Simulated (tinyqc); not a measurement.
Charge stability of a double quantum dot, constant-interaction model with a charge sensor: one step of the calculation.

Capacitance matrix C = [[C1, -Cm], [-Cm, C2]], C1 = G1 + X1 + Cm + L1, C2 = G2 + X2 + Cm + L2. Gate charges n1 = (G1 V1 + X1 V2)/q, n2 = (X2 V1 + G2 V2)/q. The state (N1, N2) has U = (1/2) d^T E d with d = (N1 - n1, N2 - n2) and E = q^2 C^(-1). Leads at 0 V; no tunnel coupling, spin or level spacing. The sensor reads s1 <N1> + s2 <N2>.

Problem. Energies and occupation of the charge states. U for N1, N2 = 0, 1, 2; p is proportional to exp(-U/kB T), normalised over these nine states.

Values chosen for this exercise: sensor weight of dot 1 s1 = 0.78; sensor weight of dot 2 s2 = 0.25; temperature T = 1.1 K.

Constants: q = 1.602176634e-19 C, kB = 1.380649e-23 J/K, Vt = kB T/q. Results are converted to the units shown.

E (meV):
```
           1          2
1  2.8196621  0.5071335
2  0.5071335  2.7108589
```

gate charges: n1 1.1884457, n2 0.3219121

Give: U; p; mean charges; sensor signal.

Solution.

U, state (0,0) to (2,2) (meV): [2.326, 2.206, 4.797, 0.221, 0.608, 3.707, 0.937, 1.831, 5.436]
p, state (0,0) to (2,2): [0.0000, 0.0000, 0.0000, 0.9829, 0.0165, 0.0000, 0.0005, 0.0000, 0.0000]
mean charges: <N1> 1.001, <N2> 0.017
sensor signal = 0.7845

The ground state is (1,0), 0.387 meV (4.08 kB T) below (1,1).

Numbers from tinyqc (`OMP_NUM_THREADS=1 python tinyqc.py 2470015 2470016 out.jsonl`; about 0.01 s on one thread of a shared Intel Xeon 2.30GHz).
